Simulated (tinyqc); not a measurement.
Inside a calculation: Slater-Koster d bands of an fcc metal. Values are carried at full precision from step to step, so a last printed digit may differ when a step is redone from the rounded ones.

Slater-Koster d bands. For a bond with direction cosines (l, m, n) the 5 x 5 block is dds Ps + ddp Pp + ddd (1 - Ps - Pp), the projectors on sigma, pi and delta states about the bond; for instance <xy|xy> = 3 l^2 m^2 dds + (l^2 + m^2 - 4 l^2 m^2) ddp + (n^2 + l^2 m^2) ddd, <xy|yz> = 3 l m^2 n dds + l n (1 - 4 m^2) ddp + l n (m^2 - 1) ddd and <3z2-r2|3z2-r2> = (n^2 - (l^2 + m^2)/2)^2 dds + 3 n^2 (l^2 + m^2) ddp + (3/4)(l^2 + m^2)^2 ddd. H(k) sums the blocks times cos(k.R) over the neighbours; the d level is the zero of energy; k in 2 pi/a.

Inputs chosen for the exercise (of the size met in Cu; shifted at random, so the results belong to these values and not to a real crystal):
```
symbol  value               unit    meaning
dds     -0.379              eV      dd sigma
ddp     0.216               eV      dd pi
ddd     -0.019              eV      dd delta
Es      3.2                 eV      s level
sss     -1.28               eV      ss sigma
sds     -0.41               eV      sd sigma
k       (0.65, 0.08, 0.08)  2 pi/a  wave vector
Nd      9                           d electrons per atom
```

## The block of one bond

Direction (1,1,0)/sqrt2; its eigenvalues must be dds once, ddp twice and ddd twice.

block (eV), rows xy, yz, zx, x2-y2, 3z2-r2 and columns alike:
```
[[-0.2890, 0, 0, 0, 0.1559],
 [0, 0.0985, 0.1175, 0, 0],
 [0, 0.1175, 0.0985, 0, 0],
 [0, 0, 0, 0.2160, 0],
 [0.1559, 0, 0, 0, -0.1090]]
```

## Levels at Gamma

Neighbours: twelve at (a/2)(1,1,0) and equivalents.

Summing the blocks at k = 0 gives E(t2g) = 3 dds + 4 ddp + 5 ddd, E(eg) = 1.5 dds + 6 ddp + 4.5 ddd.

levels (eV): t2g (threefold) -0.3680, eg (twofold) 0.6420

The t2g level lies lower, by 1.0100 eV.

## The Hamiltonian at one k

An s orbital at Es couples to nearest neighbours alone: <s|s> = sss, <s|xy> = sqrt3 l m sds (cyclic), <s|x2-y2> = (sqrt3/2)(l^2 - m^2) sds, <s|3z2-r2> = (n^2 - (l^2 + m^2)/2) sds.

Sum over the neighbours.

H(k) (eV), rows s, xy, yz, zx, x2-y2, 3z2-r2 and columns alike:
```
[[2.8995, 0.3147, 0.0878, 0.3147, 0.9785, -0.5649],
 [0.3147, 0.7047, -0.1041, -0.0291, 0, -0.1382],
 [0.0878, -0.1041, -1.4310, -0.1041, -0.0334, 0.0193],
 [0.3147, -0.0291, -0.1041, 0.7047, 0.1197, 0.0691],
 [0.9785, 0, -0.0334, 0.1197, -0.4352, 0.7756],
 [-0.5649, -0.1382, 0.0193, 0.0691, 0.7756, 0.4604]]
```

## Levels and character

Diagonalise H; t2g is xy, yz, zx and eg the other two.

levels (eV): [-1.4584, -1.1804, 0.6089, 0.6306, 1.0113, 3.2909]

weights, rows s, t2g, eg; columns band 1, band 2, band 3, band 4, band 5, band 6:
```
[[0.007, 0.065, 0.026, 0.000, 0.000, 0.903],
 [0.947, 0.053, 0.971, 0.729, 0.271, 0.029],
 [0.046, 0.882, 0.003, 0.271, 0.729, 0.068]]
```

## Levels at points of symmetry

Coordinates: G (0, 0, 0), X (1, 0, 0), W (1, 0.5, 0), L (0.5, 0.5, 0.5), K (0.75, 0.75, 0); the others lie half way.

Levels (eV):
```
k         band 1  band 2  band 3  band 4  band 5  band 6
G        -12.160  -0.368  -0.368  -0.368   0.642   0.642
G-X 0.5   -2.284  -1.156  -0.072   0.394   0.394   0.864
X         -1.944  -1.780   1.086   1.156   1.156   8.586
W         -0.864  -0.394  -0.394   0.352   1.156   8.404
L         -2.085  -0.564  -0.564   1.034   1.034   4.345
L-G 0.5   -4.841  -0.293  -0.219  -0.219   0.591   0.591
K         -1.527  -0.747   0.501   0.589   0.971   8.039
```

On these points the bands run from -12.160 (G) to 8.586 eV (X).

## Second moment and the rectangular band

mu2 = z (dds^2 + 2 ddp^2 + 2 ddd^2)/5 per orbital, with z = 12. A rectangular band with the same mu2 has width W = sqrt(12 mu2), Fermi level W (Nd/10 - 1/2) and bond energy -W Nd (10 - Nd)/20 (Friedel).

mu2 = 0.5704 eV^2
W = 2.6163 eV
Fermi level = 1.0465 eV
bond energy per atom = -1.1773 eV

The bond energy is the attractive part alone; the repulsion between atoms, left out, cancels a large share of it in the cohesive energy.

## Checks

- Levels at Gamma from the formulas against H(0): they agree to 1e-10 or better.
- Second moment from the formula against the mean square level on the mesh: both 0.570420.

tinyqc: `OMP_NUM_THREADS=1 python tinyqc.py 1452552 1452553 out.jsonl`; about 0.06 s, one thread, shared Intel(R) Xeon(R) Processor @ 2.30GHz.
